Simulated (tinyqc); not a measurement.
# Potential step from the flux

Problem. On one interval J = (q mu Vt/hx) [nb B(d) - na B(-d)], B(d) = d/(exp(d) - 1), d = (psi_b - psi_a)/Vt. Find psi_b - psi_a, and the step at which J would vanish.

Inputs (values chosen for the exercise):
```
symbol   value        unit                    meaning
T          450           K                temperature
mu         991  cm^2/(V s)          electron mobility
na      4.8e15       cm^-3   density at the left node
nb      2.5e13       cm^-3  density at the right node
hx          90          nm               node spacing
```

Constants: q = 1.602176634e-19 C, kB = 1.380649e-23 J/K, Vt = kB T/q. Results are converted to the units shown.

J = -11560.137 A/cm^2

Answer. B(d) falls and B(-d) rises with d, so J falls steadily with the step and one value matches. J = 0 needs nb/na = exp(d), the Boltzmann ratio.

psi_b - psi_a = 0.132 V
step for J = 0 = -0.204 V

Program tinyqc, `OMP_NUM_THREADS=1 python tinyqc.py 2220036 2220037 out.jsonl`; Intel Xeon 2.30GHz, shared host, one thread, about 0.01 s.
